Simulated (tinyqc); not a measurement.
# Series resistance and length offset from two lengths at two overdrives

Question. In strong inversion R W = Rsd + k(x)(L - dL), k(x) = (1 + th1 x)/(mu0 Cox x), x the overdrive, Cox = eps0 eox/tox, with Rsd and dL independent of x. Find dL, Rsd, mu0 and th1.

Inputs (values chosen for the exercise):
```
symbol,value,unit,meaning
eox,7.3,,relative permittivity of the gate insulator (close to silicon nitride)
tox,11,nm,insulator thickness
```

Constants: eps0 = 8.8541878128e-14 F/cm where lengths are in cm. Results are converted to the units shown.

total resistance times width (ohm um):
```
	L = 0.082 um	L = 0.39 um
overdrive 0.54 V	1301.66476	6569.24546
overdrive 0.93 V	943.724037	4515.21640
```

Answer. At each overdrive R W is a straight line in L; the two lines cross at L = dL, R W = Rsd. Their slopes give k x = (1 + th1 x)/(mu0 Cox), a straight line in x.

dL = 0.0170 um
Rsd = 190 ohm um
mu0 = 240 cm^2/(V s)
th1 = 0.560 1/V

tinyqc, about 0.01 s, one thread, Intel Xeon 2.30GHz (shared host): `OMP_NUM_THREADS=1 python tinyqc.py 2210153 2210154 out.jsonl`
